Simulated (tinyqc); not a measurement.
The mobility curve: inversion-layer mobility, back-scattering and ballistic limit of a field-effect transistor. Computed by tinyqc, a small Python program. Command: `OMP_NUM_THREADS=1 python tinyqc.py 3003788 3003789 out.jsonl mos walk`. One thread of a shared host (Intel(R) Xeon(R) Processor @ 2.30GHz), about 0.01 s of CPU time with the checks.

The charge at the top of the source barrier is fixed by the gate; series resistance and short-channel effects are left out. F_j are Fermi integrals normalised to exp(eta) in the classical limit.

Inputs (values chosen for the exercise, modelled on a 4H-SiC n-channel):
```
quantity,value,unit
weight w of the inversion charge,0.5,-
permittivity eps,9.7,-
"phonon mobility at 1 MV/cm and 300 K, mu_ph",96,cm^2/(V s)
"roughness mobility at 1 MV/cm, mu_sr",55,cm^2/(V s)
"Coulomb mobility at N_inv = 1e12/cm^2, mu_C",19,cm^2/(V s)
electrical oxide thickness t_inv,2.1,nm
depletion charge N_dep,4.4e+11,1/cm^2
temperature T,300,K
```

Statistics at the top of the barrier: Fermi-Dirac.

Constants: eps_0 = 8.8541878128e-12 F/m; e = 1.602176634e-19 C.

Method. N_inv = 3.9 eps_0 (V_G - V_T)/(e t_inv); effective field E_eff = e (N_dep + w N_inv)/(eps eps_0). mu_phonon = mu_ph (E_eff/1 MV/cm)^(-0.3) (T/300 K)^(-1.75); mu_rough = mu_sr (E_eff/1 MV/cm)^(-2); mu_Coulomb = mu_C (N_inv/1e12 cm^-2) (T/300 K); Matthiessen's rule adds 1/mu.

Mobilities (cm^2/(V s)):
```
V_G - V_T (V),N_inv (1/cm^2),E_eff (MV/cm),phonon,roughness,Coulomb,total
0.03,3.0790e+11,0.1108,185.74,4480.1,5.85,5.664
0.06,6.1579e+11,0.1395,173.33,2825.5,11.70,10.918
0.12,1.2316e+12,0.1970,156.30,1417.8,23.40,20.065
0.20,2.0526e+12,0.2735,141.63,735.1,39.00,29.358
0.35,3.5921e+12,0.4171,124.79,316.1,68.25,38.716
0.50,5.1316e+12,0.5607,114.19,174.9,97.50,40.437
0.75,7.6974e+12,0.8000,102.64,85.9,146.25,35.439
1.00,1.0263e+13,1.0394,94.89,50.9,195.00,28.322
1.50,1.5395e+13,1.5180,84.70,23.9,292.50,17.506
```

What does the comparison show, and why?

The lowest part is Coulomb from 0.0300 to 0.500, roughness from 0.750 to 1.50 V. The total peaks at 40 near E_eff = 0.56 MV/cm: screening lifts it at low density and the field presses it down at high density.

Extremes, crossings and ranges named in words are read from the listed rows.
